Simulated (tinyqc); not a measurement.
# Energy and pressure along a compression

Model: pair-potential crystal by lattice sums. Computed by tinyqc, a small Python program. Command: `OMP_NUM_THREADS=1 python tinyqc.py 3002879 3002880 out.jsonl pairsum sweep`. One thread of a shared host (Intel(R) Xeon(R) Processor @ 2.30GHz), about 0.02 s of CPU time with the checks.

Energy per atom E = (1/2) sum over neighbours of phi(r); d is the nearest-neighbour distance.

Inputs (values chosen for the exercise, for model atoms):

| quantity | value | unit |
|---|---|---|
| well depth eps | 0.0828 | eV |
| pair minimum r0 | 2.66 | angstrom |
| cut-off r_c/r0 | 2.64 | - |
| stiffness alpha r0 | 6.3 | - |

Potential: Morse. Structure: hcp.

Constants: 1 eV/angstrom^3 = 160.2176634 GPa.

Method:
- phi0(r) = eps [exp(-2 alpha (r - r0)) - 2 exp(-alpha (r - r0))]; shifted-force cut-off: phi(r) = phi0(r) - phi0(r_c) - (r - r_c) phi0'(r_c) for r < r_c, zero beyond.
- Shells (distance in units of d, count): fcc 1.0000 (12), 1.4142 (6), 1.7321 (24), 2.0000 (12), 2.2361 (24), 2.4495 (8), 2.6458 (48), 2.8284 (6), 3.0000 (36), 3.1623 (24); hcp 1.0000 (12), 1.4142 (6), 1.6330 (2), 1.7321 (18), 1.9149 (12), 2.0000 (6), 2.2361 (12), 2.3805 (12), 2.4495 (6), 2.5166 (6), 2.5820 (12), 2.6458 (24), 2.7080 (6), 2.8868 (12), 3.0000 (12), 3.1091 (24), 3.1623 (12); bcc 1.0000 (8), 1.1547 (6), 1.6330 (12), 1.9149 (24), 2.0000 (8), 2.3094 (6), 2.5166 (24), 2.5820 (24), 2.8284 (24), 3.0000 (32); sc 1.0000 (6), 1.4142 (12), 1.7321 (8), 2.0000 (6), 2.2361 (24), 2.4495 (24), 2.8284 (12), 3.0000 (30), 3.1623 (24); diamond 1.0000 (4), 1.6330 (12), 1.9149 (12), 2.3094 (6), 2.5166 (12), 2.8284 (24), 3.0000 (16). Volumes per atom in d^3: fcc 0.70711, hcp 0.70711, bcc 0.76980, sc 1.00000, diamond 1.53960; hcp has the ideal c/a. Every shell inside the cut-off is summed.
- List each shell within the cut-off.
- E = (1/2) sum count x phi; P = -(1/(6 Omega)) sum count x r phi', Omega = 0.707107 d^3.

One run for each value:

| trial neighbour distance d/r0 | energy at the trial distance (eV/atom) | pressure at the trial distance (GPa) |
|---|---|---|
| 0.880 | -0.04172 | 69.245 |
| 0.907 | -0.31990 | 37.238 |
| 0.935 | -0.47529 | 17.219 |
| 0.963 | -0.54320 | 5.594 |
| 0.990 | -0.55673 | -0.697 |
| 1.020 | -0.53613 | -4.265 |
| 1.050 | -0.49503 | -5.726 |
| 1.070 | -0.46196 | -6.013 |
| 1.100 | -0.40933 | -5.861 |

What does the table show, and why?

Over the rows, energy at the trial distance (eV/atom) goes from -0.0417 through a minimum among these rows, -0.557 at 0.990, to -0.409; pressure at the trial distance (GPa) goes from 69.2 through a minimum among these rows, -6.01 at 1.07, to -5.86. The pressure changes sign between d/r0 = 0.963 and 0.990, where the energy has its minimum.

Extremes, crossings and ranges named in words are read from the listed rows.
